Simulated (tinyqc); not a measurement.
Worked calculation: plasmons of a degenerate electron gas in the random-phase approximation. Values are carried at full precision from step to step, so a last printed digit may differ when a step is redone from the rounded ones.

Zero temperature, parabolic band: kF = (3 pi^2 n)^(1/3), EF = c kF^2/m, Ep^2 = 8 pi c e2 n/(m eb), qTF^2 = 6 pi e2 n/(eb EF), c = hbar^2/2m0, e2 = e^2/(4 pi eps0), n in 1/angstrom^3 (1e-24 per 1/cm^3).

Constants: hbar^2/2m0 = 3.80998211 eV angstrom^2; e^2/(4 pi eps0) = 14.39964547 eV angstrom; a0 (Bohr radius) = 0.5291772105 angstrom.

Parameters, chosen for this exercise (a free-electron density near that of Li; not measured data):
- n = 4.61e+22 1/cm^3 (electron density)
- m = 1 m0 (mass)
- eb = 1 (background dielectric constant)
- q = 0.259 1/angstrom (wave vector)
- E = 6.64 eV (energy transfer)
- qp = 0.585 1/angstrom (wave vector of the plasmon)

## Scales of the gas

Also rs = (3/(4 pi n))^(1/3) m/(a0 eb).

kF = 1.1093 1/angstrom
EF = 4.6882 eV
Ep = 7.9727 eV
qTF = 1.6337 1/angstrom
hbar vF = 8.4527 eV angstrom
rs = 3.269

Ep/EF = 1.701. With rs above 1 exchange and correlation, left out here, lower the dispersion noticeably.

## The dielectric function at one point

Lindhard function: eps(q, E)/eb = 1 + (qTF/q)^2 (f1 + i f2) with z = q/(2 kF), u = E/(hbar vF q), hbar vF = 2 c kF/m; f1 = 1/2 + [h(z - u) + h(z + u)]/(8 z), h(x) = (1 - x^2) ln|(x + 1)/(x - 1)|; f2 = pi u/2 for z + u < 1, (pi/(8 z))(1 - (z - u)^2) for |z - u| < 1 < z + u, else 0. Pairs exist for c (q^2 - 2 q kF)/m < E < c (q^2 + 2 q kF)/m.

Give also the loss function Im(-eb/eps).

z, u: 0.1167  3.0330

f1, f2: -0.0389  0.0000

eps/eb = -0.546
loss function = 0.000

The point lies outside the pair continuum: eps is real, and there is loss only on the plasmon line eps = 0.

## The plasmon at one wave vector

Solve f1 (qTF/q)^2 = -1 above the continuum, and compare with E^2 = Ep^2 + (3/5)(hbar vF q)^2 + (c q^2/m)^2.

top of the continuum = 6.249 eV
plasmon energy = 9.009 eV
short formula = 8.941 eV

The plasmon lies 2.76 eV above the continuum and 13.0 % above Ep; the short formula errs by -0.76 %.

## Where Landau damping starts

Find qc at which the plasmon meets the top of the continuum, eps(qc, c (qc^2 + 2 qc kF)/m) = 0, and compare with Ep/(hbar vF).

qc = 0.9727 1/angstrom
qc/kF = 0.877
energy there = 11.83 eV
Ep/(hbar vF) = 0.9432 1/angstrom

The simple estimate is 0.970 times qc.

## Checks

- F-sum of the loss function at q = 1.3 qc over (pi/2) Ep^2 against 1: both 1.00.
- f1 at E = 0 and z = 0.6 against the static Lindhard function: both 0.86968.

(tinyqc, `OMP_NUM_THREADS=1 python tinyqc.py 1681588 1681589 out.jsonl`, Intel(R) Xeon(R) Processor @ 2.30GHz, 1 thread, shared host, about 0.01 s.)
